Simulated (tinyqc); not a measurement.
Worked calculation: UHF in the 3-21g basis, for H2, spin multiplicity 1. Computed by tinyqc, a small Python program that keeps every step (integrals from PySCF). Settings: charge = 0, multiplicity = 1, basis = 3-21g, energy threshold = 1e-09, iteration cap = 69, orthogonalisation = symmetric, start = Wolfsberg-Helmholz matrix, DIIS depth = 0, method = UHF, break = 0.4. Command: `OMP_NUM_THREADS=1 python tinyqc.py 31665 31666 out.jsonl` (the two numbers bound the seeds that draw the settings). One thread of a shared host (Intel(R) Xeon(R) Processor @ 2.60GHz), about 0.08 s of CPU time with the checks. Later iterations appear only in the table of the cycle.

## One-electron integrals

Geometry (angstrom):

| atom | x | y | z |
|---|---|---|---|
| H | 0.000000 | 0.000000 | 0.000000 |
| H | 0.000000 | 0.000000 | 1.371000 |

Basis 3-21g: exponents (1/bohr^2) and contraction coefficients of normalised primitives:

| element | l (shell) | exponent | coefficient |
|---|---|---|---|
| H | s (1) | 5.447178 | 0.156285 |
| H | s (1) | 0.824547 | 0.904691 |
| H | s (2) | 0.183192 | 1.000000 |

Overlap, kinetic and nuclear-attraction integrals over the contracted functions; the nuclear repulsion is the sum of Za Zb / Rab.

nuclear repulsion = 0.38597900 hartree

overlap S, lower triangle:
```
          1H 1s     1H 2s     2H 1s     2H 2s
1H 1s  1.000000
1H 2s  0.645899  1.000000
2H 1s  0.052709  0.234140  1.000000
2H 2s  0.234140  0.540737  0.645899  1.000000
```

kinetic energy T (hartree), lower triangle:
```
           1H 1s     1H 2s     2H 1s     2H 2s
1H 1s   1.549405
1H 2s   0.293152  0.274788
2H 1s  -0.059818  0.034284  1.549405
2H 2s   0.034284  0.087685  0.293152  0.274788
```

nuclear attraction V (hartree), lower triangle:
```
           1H 1s      1H 2s      2H 1s      2H 2s
1H 1s  -2.106896
1H 2s  -1.031910  -1.058728
2H 1s  -0.081397  -0.372128  -2.106896
2H 2s  -0.372128  -0.611550  -1.031910  -1.058728
```

core Hamiltonian H = T + V (hartree), lower triangle:
```
           1H 1s      1H 2s      2H 1s      2H 2s
1H 1s  -0.557491
1H 2s  -0.738759  -0.783940
2H 1s  -0.141216  -0.337844  -0.557491
2H 2s  -0.337844  -0.523865  -0.738759  -0.783940
```

## Two-electron integrals

Functions are numbered as in S; the eight-fold symmetry (ij|kl) = (ji|kl) = (kl|ij) leaves the list below.

Two-electron integrals (ij|kl) in chemists' order, unique and non-zero (hartree):
```
(11|11) 1.140145   (21|11) 0.611403   (21|21) 0.345152   (22|11) 0.626370
(22|21) 0.380329   (22|22) 0.482957   (31|11) 0.037458   (31|21) 0.022626
(31|22) 0.027848   (31|31) 0.002833   (32|11) 0.108088   (32|21) 0.068686
(32|22) 0.096864   (32|31) 0.009644   (32|32) 0.044919   (33|11) 0.385749
(33|21) 0.248549   (33|22) 0.369651   (33|31) 0.037458   (33|32) 0.210765
(33|33) 1.140145   (41|11) 0.210765   (41|21) 0.120336   (41|22) 0.135159
(41|31) 0.009644   (41|32) 0.029711   (41|33) 0.108088   (41|41) 0.044919
(42|11) 0.288279   (42|21) 0.178148   (42|22) 0.236690   (42|31) 0.017596
(42|32) 0.069860   (42|33) 0.288279   (42|41) 0.069860   (42|42) 0.141215
(43|11) 0.248549   (43|21) 0.159666   (43|22) 0.235291   (43|31) 0.022626
(43|32) 0.120336   (43|33) 0.611403   (43|41) 0.068686   (43|42) 0.178148
(43|43) 0.345152   (44|11) 0.369651   (44|21) 0.235291   (44|22) 0.340884
(44|31) 0.027848   (44|32) 0.135159   (44|33) 0.626370   (44|41) 0.096864
(44|42) 0.236690   (44|43) 0.380329   (44|44) 0.482957
```

## Orthogonalisation

S = U s U^T; symmetric (Loewdin) form X = U s^(-1/2) U^T, so that X^T S X = 1.

eigenvalues of S: 0.224645  0.383481  1.181909  2.209965

X, lower triangle:
```
           1H 1s      1H 2s      2H 1s     2H 2s
1H 1s   1.240561
1H 2s  -0.482914   1.418036
2H 1s   0.029066   0.028963   1.240561
2H 2s   0.028963  -0.400150  -0.482914  1.418036
```

## Starting guess

The start is the generalised Wolfsberg-Helmholz matrix (K = 1.75) built on H, with HOMO and LUMO mixed by +/-0.4 rad for the two spins; D(s) = C_occ C_occ^T for each spin.

D(alpha) at the start, lower triangle:
```
           1H 1s      1H 2s      2H 1s     2H 2s
1H 1s   0.114255
1H 2s   0.200501   0.351850
2H 1s  -0.024775  -0.043476   0.005372
2H 2s   0.099050   0.173818  -0.021478  0.085868
```

D(beta) at the start, lower triangle:
```
           1H 1s     1H 2s     2H 1s     2H 2s
1H 1s   0.005372
1H 2s  -0.021478  0.085868
2H 1s  -0.024775  0.099050  0.114255
2H 2s  -0.043476  0.173818  0.200501  0.351850
```

## Iteration 1: building the Fock matrix

J_ij = sum D_kl (ij|kl) with D = D(alpha) + D(beta), K_ij = sum D_kl (ik|jl) for each spin; F = H + J - K(s); E = tr D H + tr D J / 2 - 0.5 sum_s tr D(s) K(s) + E_nn.

Coulomb J (hartree), lower triangle:
```
          1H 1s     1H 2s     2H 1s     2H 2s
1H 1s  1.158578
1H 2s  0.695719  0.887776
2H 1s  0.063641  0.263294  1.158578
2H 2s  0.263294  0.515718  0.695719  0.887776
```

exchange K(alpha) (hartree), lower triangle:
```
          1H 1s     1H 2s     2H 1s     2H 2s
1H 1s  0.580103
1H 2s  0.490997  0.476990
2H 1s  0.095586  0.109854  0.055628
2H 2s  0.255056  0.270153  0.093261  0.192398
```

exchange K(beta) (hartree), lower triangle:
```
          1H 1s     1H 2s     2H 1s     2H 2s
1H 1s  0.055628
1H 2s  0.093261  0.192398
2H 1s  0.095586  0.255056  0.580103
2H 2s  0.109854  0.270153  0.490997  0.476990
```

F(alpha) (hartree), lower triangle:
```
           1H 1s      1H 2s      2H 1s      2H 2s
1H 1s   0.020983
1H 2s  -0.534037  -0.373155
2H 1s  -0.173161  -0.184403   0.545458
2H 2s  -0.329606  -0.278299  -0.136301  -0.088562
```

F(beta) (hartree), lower triangle:
```
           1H 1s      1H 2s      2H 1s      2H 2s
1H 1s   0.545458
1H 2s  -0.136301  -0.088562
2H 1s  -0.173161  -0.329606   0.020983
2H 2s  -0.184403  -0.278299  -0.534037  -0.373155
```

total energy of this density = -0.98032922 hartree

## Iteration 1: diagonalisation and new density

Diagonalise F' = X^T F X, C = X C', fill 1 alpha and 1 beta electrons from the bottom; D(s) = C_occ C_occ^T. Each column has its largest component positive (the first on a tie).

F' = X^T F X (alpha) (hartree), lower triangle:
```
           1          2          3         4
1   0.562083
2  -0.723869   0.153527
3  -0.012065  -0.058297   0.972218
4  -0.137360  -0.189753  -0.511440  0.310774
```

orbital energies (alpha) (hartree): MO1 -0.497759, MO2 0.132978, MO3 1.107495, MO4 1.255888

coefficients C (alpha):
```
            MO1        MO2        MO3        MO4
1H 1s  0.343627  -0.129419  -1.264654   0.199254
1H 2s  0.630957  -0.619509   1.271391   0.081594
2H 1s  0.059992   0.169318   0.170258   1.308673
2H 2s  0.165865   1.020229  -0.430950  -1.072798
```

F' = X^T F X (beta) (hartree), lower triangle:
```
           1          2          3         4
1   0.972218
2  -0.511440   0.310774
3  -0.012065  -0.137360   0.562083
4  -0.058297  -0.189753  -0.723869  0.153527
```

orbital energies (beta) (hartree): MO1 -0.497759, MO2 0.132978, MO3 1.107495, MO4 1.255888

coefficients C (beta):
```
            MO1        MO2        MO3        MO4
1H 1s  0.059992   0.169318   0.170258   1.308673
1H 2s  0.165865   1.020229  -0.430950  -1.072798
2H 1s  0.343627  -0.129419  -1.264654   0.199254
2H 2s  0.630957  -0.619509   1.271391   0.081594
```

D(alpha) after iteration 1, lower triangle:
```
          1H 1s     1H 2s     2H 1s     2H 2s
1H 1s  0.118080
1H 2s  0.216814  0.398107
2H 1s  0.020615  0.037852  0.003599
2H 2s  0.056996  0.104654  0.009951  0.027511
```

D(beta) after iteration 1, lower triangle:
```
          1H 1s     1H 2s     2H 1s     2H 2s
1H 1s  0.003599
1H 2s  0.009951  0.027511
2H 1s  0.020615  0.056996  0.118080
2H 2s  0.037852  0.104654  0.216814  0.398107
```

## Iteration 2: building the Fock matrix

As before.

Coulomb J (hartree), lower triangle:
```
          1H 1s     1H 2s     2H 1s     2H 2s
1H 1s  1.183859
1H 2s  0.707905  0.896430
2H 1s  0.064602  0.267475  1.183859
2H 2s  0.267475  0.520295  0.707905  0.896430
```

exchange K(alpha) (hartree), lower triangle:
```
          1H 1s     1H 2s     2H 1s     2H 2s
1H 1s  0.591065
1H 2s  0.499100  0.483396
2H 1s  0.115752  0.134943  0.093432
2H 2s  0.255706  0.269729  0.117991  0.190815
```

exchange K(beta) (hartree), lower triangle:
```
          1H 1s     1H 2s     2H 1s     2H 2s
1H 1s  0.093432
1H 2s  0.117991  0.190815
2H 1s  0.115752  0.255706  0.591065
2H 2s  0.134943  0.269729  0.499100  0.483396
```

F(alpha) (hartree), lower triangle:
```
           1H 1s      1H 2s      2H 1s      2H 2s
1H 1s   0.035302
1H 2s  -0.529954  -0.370905
2H 1s  -0.192365  -0.205312   0.532935
2H 2s  -0.326075  -0.273299  -0.148845  -0.078325
```

F(beta) (hartree), lower triangle:
```
           1H 1s      1H 2s      2H 1s      2H 2s
1H 1s   0.532935
1H 2s  -0.148845  -0.078325
2H 1s  -0.192365  -0.326075   0.035302
2H 2s  -0.205312  -0.273299  -0.529954  -0.370905
```

total energy of this density = -1.02446348 hartree

## Iteration 2: diagonalisation and new density

As before.

F' = X^T F X (alpha) (hartree), lower triangle:
```
           1          2          3         4
1   0.579045
2  -0.727468   0.152228
3  -0.030366  -0.078374   0.967257
4  -0.128650  -0.180385  -0.524480  0.332969
```

orbital energies (alpha) (hartree): MO1 -0.495075, MO2 0.138643, MO3 1.121928, MO4 1.266003

coefficients C (alpha):
```
            MO1        MO2        MO3        MO4
1H 1s  0.337954  -0.125517   1.270437   0.172921
1H 2s  0.640822  -0.623525  -1.263715   0.092630
2H 1s  0.086520   0.174826  -0.149172   1.309037
2H 2s  0.143539   1.016184   0.411866  -1.087255
```

F' = X^T F X (beta) (hartree), lower triangle:
```
           1          2          3         4
1   0.967257
2  -0.524480   0.332969
3  -0.030366  -0.128650   0.579045
4  -0.078374  -0.180385  -0.727468  0.152228
```

orbital energies (beta) (hartree): MO1 -0.495075, MO2 0.138643, MO3 1.121928, MO4 1.266003

coefficients C (beta):
```
            MO1        MO2        MO3        MO4
1H 1s  0.086520   0.174826  -0.149172   1.309037
1H 2s  0.143539   1.016184   0.411866  -1.087255
2H 1s  0.337954  -0.125517   1.270437   0.172921
2H 2s  0.640822  -0.623525  -1.263715   0.092630
```

D(alpha) after iteration 2, lower triangle:
```
          1H 1s     1H 2s     2H 1s     2H 2s
1H 1s  0.114213
1H 2s  0.216568  0.410653
2H 1s  0.029240  0.055444  0.007486
2H 2s  0.048510  0.091983  0.012419  0.020604
```

D(beta) after iteration 2, lower triangle:
```
          1H 1s     1H 2s     2H 1s     2H 2s
1H 1s  0.007486
1H 2s  0.012419  0.020604
2H 1s  0.029240  0.048510  0.114213
2H 2s  0.055444  0.091983  0.216568  0.410653
```

## Iteration 3: building the Fock matrix

As before.

Coulomb J (hartree), lower triangle:
```
          1H 1s     1H 2s     2H 1s     2H 2s
1H 1s  1.185816
1H 2s  0.708831  0.897022
2H 1s  0.064676  0.267781  1.185816
2H 2s  0.267781  0.520554  0.708831  0.897022
```

exchange K(alpha) (hartree), lower triangle:
```
          1H 1s     1H 2s     2H 1s     2H 2s
1H 1s  0.585250
1H 2s  0.496329  0.483049
2H 1s  0.119734  0.140793  0.103674
2H 2s  0.254643  0.270066  0.124493  0.192073
```

exchange K(beta) (hartree), lower triangle:
```
          1H 1s     1H 2s     2H 1s     2H 2s
1H 1s  0.103674
1H 2s  0.124493  0.192073
2H 1s  0.119734  0.254643  0.585250
2H 2s  0.140793  0.270066  0.496329  0.483049
```

F(alpha) (hartree), lower triangle:
```
           1H 1s      1H 2s      2H 1s      2H 2s
1H 1s   0.043075
1H 2s  -0.526256  -0.369966
2H 1s  -0.196273  -0.210856   0.524651
2H 2s  -0.324706  -0.273377  -0.154420  -0.078990
```

F(beta) (hartree), lower triangle:
```
           1H 1s      1H 2s      2H 1s      2H 2s
1H 1s   0.524651
1H 2s  -0.154420  -0.078990
2H 1s  -0.196273  -0.324706   0.043075
2H 2s  -0.210856  -0.273377  -0.526256  -0.369966
```

total energy of this density = -1.02629023 hartree

## Iteration 3: diagonalisation and new density

As before.

F' = X^T F X (alpha) (hartree), lower triangle:
```
           1          2          3         4
1   0.586753
2  -0.726293   0.151151
3  -0.033967  -0.082987   0.960330
4  -0.126567  -0.179149  -0.527450  0.335573
```

orbital energies (alpha) (hartree): MO1 -0.493198, MO2 0.137922, MO3 1.125409, MO4 1.263674

coefficients C (alpha):
```
            MO1        MO2        MO3        MO4
1H 1s  0.333927  -0.125400   1.271461   0.173305
1H 2s  0.642631  -0.627235  -1.261138   0.090128
2H 1s  0.093161   0.177593  -0.150527   1.308054
2H 2s  0.142134   1.013193   0.412663  -1.089926
```

F' = X^T F X (beta) (hartree), lower triangle:
```
           1          2          3         4
1   0.960330
2  -0.527450   0.335573
3  -0.033967  -0.126567   0.586753
4  -0.082987  -0.179149  -0.726293  0.151151
```

orbital energies (beta) (hartree): MO1 -0.493198, MO2 0.137922, MO3 1.125409, MO4 1.263674

coefficients C (beta):
```
            MO1        MO2        MO3        MO4
1H 1s  0.093161   0.177593  -0.150527   1.308054
1H 2s  0.142134   1.013193   0.412663  -1.089926
2H 1s  0.333927  -0.125400   1.271461   0.173305
2H 2s  0.642631  -0.627235  -1.261138   0.090128
```

D(alpha) after iteration 3, lower triangle:
```
          1H 1s     1H 2s     2H 1s     2H 2s
1H 1s  0.111507
1H 2s  0.214592  0.412975
2H 1s  0.031109  0.059868  0.008679
2H 2s  0.047462  0.091340  0.013241  0.020202
```

D(beta) after iteration 3, lower triangle:
```
          1H 1s     1H 2s     2H 1s     2H 2s
1H 1s  0.008679
1H 2s  0.013241  0.020202
2H 1s  0.031109  0.047462  0.111507
2H 2s  0.059868  0.091340  0.214592  0.412975
```

## Iteration 28 (converged): orbitals

converged F(alpha) (hartree), lower triangle:
```
           1H 1s      1H 2s      2H 1s      2H 2s
1H 1s   0.059331
1H 2s  -0.516369  -0.365792
2H 1s  -0.201220  -0.219847   0.507400
2H 2s  -0.325294  -0.278712  -0.168310  -0.090809
```

converged F(beta) (hartree), lower triangle:
```
           1H 1s      1H 2s      2H 1s      2H 2s
1H 1s   0.507400
1H 2s  -0.168310  -0.090809
2H 1s  -0.201220  -0.325294   0.059331
2H 2s  -0.219847  -0.278712  -0.516369  -0.365792
```

As before.

F' = X^T F X (alpha) (hartree), lower triangle:
```
           1          2          3         4
1   0.600851
2  -0.720220   0.153436
3  -0.037119  -0.087868   0.946863
4  -0.127197  -0.181804  -0.533622  0.329930
```

orbital energies (alpha) (hartree): MO1 -0.488903, MO2 0.133094, MO3 1.129385, MO4 1.257505

coefficients C (alpha):
```
            MO1        MO2        MO3        MO4
1H 1s  0.325745  -0.129321   1.271715   0.183817
1H 2s  0.635790  -0.642129  -1.257771   0.080286
2H 1s  0.101235   0.180928  -0.161548   1.305680
2H 2s  0.157914   1.006124   0.421036  -1.091100
```

F' = X^T F X (beta) (hartree), lower triangle:
```
           1          2          3         4
1   0.946863
2  -0.533622   0.329930
3  -0.037119  -0.127197   0.600851
4  -0.087868  -0.181804  -0.720220  0.153436
```

orbital energies (beta) (hartree): MO1 -0.488903, MO2 0.133094, MO3 1.129385, MO4 1.257505

coefficients C (beta):
```
            MO1        MO2        MO3        MO4
1H 1s  0.101235   0.180928  -0.161548   1.305680
1H 2s  0.157914   1.006124   0.421036  -1.091100
2H 1s  0.325745  -0.129321   1.271715   0.183817
2H 2s  0.635790  -0.642129  -1.257771   0.080286
```

D(alpha) after iteration 28, lower triangle:
```
          1H 1s     1H 2s     2H 1s     2H 2s
1H 1s  0.106110
1H 2s  0.207106  0.404229
2H 1s  0.032977  0.064364  0.010249
2H 2s  0.051440  0.100400  0.015986  0.024937
```

D(beta) after iteration 28, lower triangle:
```
          1H 1s     1H 2s     2H 1s     2H 2s
1H 1s  0.010249
1H 2s  0.015986  0.024937
2H 1s  0.032977  0.051440  0.106110
2H 2s  0.064364  0.100400  0.207106  0.404229
```

## Convergence

Stop when the energy changes by less than 1e-09 hartree and every element of the error matrix X^T (F D S - S D F) X (for each spin) is below 9e-06.

Course of the cycle:

| iteration | E (hartree) | change | largest element of the error matrix |
|---|---|---|---|
| 1 | -0.98032922 | - | 1.10e-01 |
| 2 | -1.02446348 | -4.41e-02 | 2.18e-02 |
| 3 | -1.02629023 | -1.83e-03 | 5.54e-03 |
| 4 | -1.02646501 | -1.75e-04 | 2.25e-03 |
| 5 | -1.02652477 | -5.98e-05 | 1.36e-03 |
| 6 | -1.02655744 | -3.27e-05 | 9.78e-04 |
| 7 | -1.02657678 | -1.93e-05 | 7.57e-04 |
| 8 | -1.02658845 | -1.17e-05 | 5.90e-04 |
| 9 | -1.02659555 | -7.11e-06 | 4.62e-04 |
| 10 | -1.02659991 | -4.35e-06 | 3.62e-04 |
| 11 | -1.02660259 | -2.68e-06 | 2.84e-04 |
| 12 | -1.02660425 | -1.66e-06 | 2.24e-04 |
| 13 | -1.02660527 | -1.03e-06 | 1.76e-04 |
| 14 | -1.02660591 | -6.39e-07 | 1.39e-04 |
| 15 | -1.02660631 | -3.98e-07 | 1.10e-04 |
| 16 | -1.02660656 | -2.48e-07 | 8.68e-05 |
| 17 | -1.02660671 | -1.55e-07 | 6.86e-05 |
| 18 | -1.02660681 | -9.68e-08 | 5.42e-05 |
| 19 | -1.02660687 | -6.05e-08 | 4.29e-05 |
| 20 | -1.02660691 | -3.79e-08 | 3.39e-05 |
| 21 | -1.02660693 | -2.37e-08 | 2.69e-05 |
| 22 | -1.02660695 | -1.48e-08 | 2.13e-05 |
| 23 | -1.02660696 | -9.30e-09 | 1.68e-05 |
| 24 | -1.02660696 | -5.82e-09 | 1.33e-05 |
| 25 | -1.02660697 | -3.65e-09 | 1.05e-05 |
| 26 | -1.02660697 | -2.29e-09 | 8.35e-06 |
| 27 | -1.02660697 | -1.43e-09 | 6.61e-06 |
| 28 | -1.02660697 | -8.99e-10 | 5.23e-06 |

PySCF UHF in the same basis, after a stability check = -1.02660697 hartree

Converged in 28 iterations.

## Populations, bond orders and dipole

Mulliken: Z minus the diagonal of D S on the atom; Loewdin: the same with S^(1/2) D S^(1/2); Mayer order: 2 sum_s sum (D(s) S)_ij (D(s) S)_ji over the two atoms.

Charges (e):

| atom | Mulliken | Loewdin | Mulliken spin |
|---|---|---|---|
| 1H | 0 | 0 | 0.722041 |
| 2H | 0 | 0 | -0.722041 |

Mayer bond orders:

| pair | order |
|---|---|
| 2-1 | 0.478657 |

dipole moment about the origin, x y z (debye): 0.000000  0.000000  0.000000

<S^2> of the determinant (pure state: 0) = 0.423891
